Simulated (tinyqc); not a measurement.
Density of states of one tight-binding band on the triangular lattice: sweeps and comparisons. A value that a table varies takes the place of the one given here.

E(k) = -2 t (cos 2 pi k1 + cos 2 pi k2 + cos 2 pi (k1 + k2)); k in fractions of the reciprocal vectors, mesh k_i = j/N with j = 0 .. N-1. Densities are per cell and per spin, so the band holds one state.

Each cell of the mesh is cut along (i+1, j)-(i, j+1) into two triangles. For corner energies e1 <= e2 <= e3 and eij = ei - ej, the share of the triangle below E is n = (E - e1)^2/(e21 e31) for e1 < E < e2 and n = 1 - (e3 - E)^2/(e31 e32) for e2 < E < e3; its density of states is g = dn/dE.

Gaussian broadening: g(E) = mean over the mesh of exp(-(E - E_k)^2/(2 sigma^2))/(sigma sqrt(2 pi)), n(E) = mean of erfc((E_k - E)/(sigma sqrt 2))/2.

Inputs chosen for the exercise: t = 1.3 eV (nearest hopping); N2 = 24 (mesh points along each axis in this comparison); sigma = 0.39 eV (Gaussian width); E = -1.27 eV (energy at which the density is wanted).

## Three ways to the same curve

N = N2 here; the reference is the linear method with N = 240.

g(E) (1/eV):
```
E (eV)  reference  linear triangles  Gaussian, sigma  Gaussian, sigma/4  reference n(E)
-6.736      0.038             0.039            0.038              0.033           0.039
-5.672      0.041             0.041            0.043              0.100           0.081
-4.608      0.045             0.045            0.048              0.062           0.127
-3.545      0.050             0.050            0.054              0.102           0.177
-2.481      0.056             0.056            0.060              0.110           0.233
-1.417      0.064             0.064            0.066              0.041           0.296
-0.354      0.076             0.076            0.075              0.021           0.371
0.710       0.097             0.096            0.097              0.069           0.462
1.773       0.141             0.138            0.151              0.152           0.584
2.837       0.228             0.225            0.224              0.125           0.817
```

Root-mean-square errors against the reference: 0.0014 for linear triangles, 0.0041 for sigma and 0.0496 for sigma/4. The narrow Gaussian is worse than the wide one, because it resolves the separate mesh levels. The reference is highest at 2.837 eV of the energies listed, and half filling lies between 0.710 and 1.773 eV.

## Convergence with the mesh

At the energy E; the plain count is the share of mesh points below E; the reference is the linear method with N = 240.

Results:
```
N   points  g linear  n linear  g Gaussian  n Gaussian  n plain count
4       16    0.0906    0.2957      0.0011      0.4374         0.4375
6       36    0.0649    0.2936      0.1708      0.2830         0.3611
8       64    0.0677    0.3029      0.0012      0.2970         0.2969
12     144    0.0648    0.3033      0.1039      0.2963         0.2986
16     256    0.0672    0.3048      0.0681      0.3128         0.3320
24     576    0.0654    0.3053      0.0703      0.3061         0.2934
48    2304    0.0657    0.3057      0.0659      0.3066         0.3051
```

reference n and g: 0.3059  0.0656

The linear n(E) stays within 0.002 of the reference from N = 16 on. The Gaussian g still moves by more than 1 % between the last two meshes. At the last mesh it lies 0.000 1/eV from the reference g and the linear g 0.000. The plain count errs by -0.0007 at the last mesh.

## Critical points

The gradient vanishes at these points by symmetry; the signs of the eigenvalues of the second-derivative matrix give the type.

Critical points:
```
point                 k   E (eV)  positive  negative     type
Gamma            (0, 0)  -7.8000         2         0  minimum
M              (0.5, 0)   2.6000         1         1   saddle
K      (0.3333, 0.3333)   3.9000         0         2  maximum
```

Gamma is a minimum at -7.800 eV: g has a step there. M is a saddle at 2.600 eV: g diverges logarithmically there. K is a maximum at 3.900 eV: g has a step there.

## What moves the count of states

Linear method and Gaussian sum with N = 48. Each row changes one parameter from the base and keeps the others.

Results:
```
case             n linear  g linear (1/eV)  n Gaussian  g Gaussian (1/eV)
base               0.3057           0.0657      0.3066             0.0659
t = 1.43 eV        0.3134           0.0609      0.3142             0.0609
E = -1.14 eV       0.3144           0.0672      0.3153             0.0672
sigma = 0.78 eV    0.3057           0.0657      0.3090             0.0668
```

The largest shifts from the base row, up to three for each result and ties (the steps differ in size, so this ranks the rows, not the parameters). n linear: E +0.0086, t +0.0077; unchanged at the printed digits by sigma. g linear (1/eV): t -0.0047, E +0.0015; unchanged at the printed digits by sigma. n Gaussian: E +0.0087, t +0.0075, sigma +0.0023. g Gaussian (1/eV): t -0.0049, E +0.0013, sigma +0.0009.

tinyqc: `OMP_NUM_THREADS=1 python tinyqc.py 1682012 1682013 out.jsonl`; about 0.09 s, one thread, shared Intel(R) Xeon(R) Processor @ 2.30GHz.
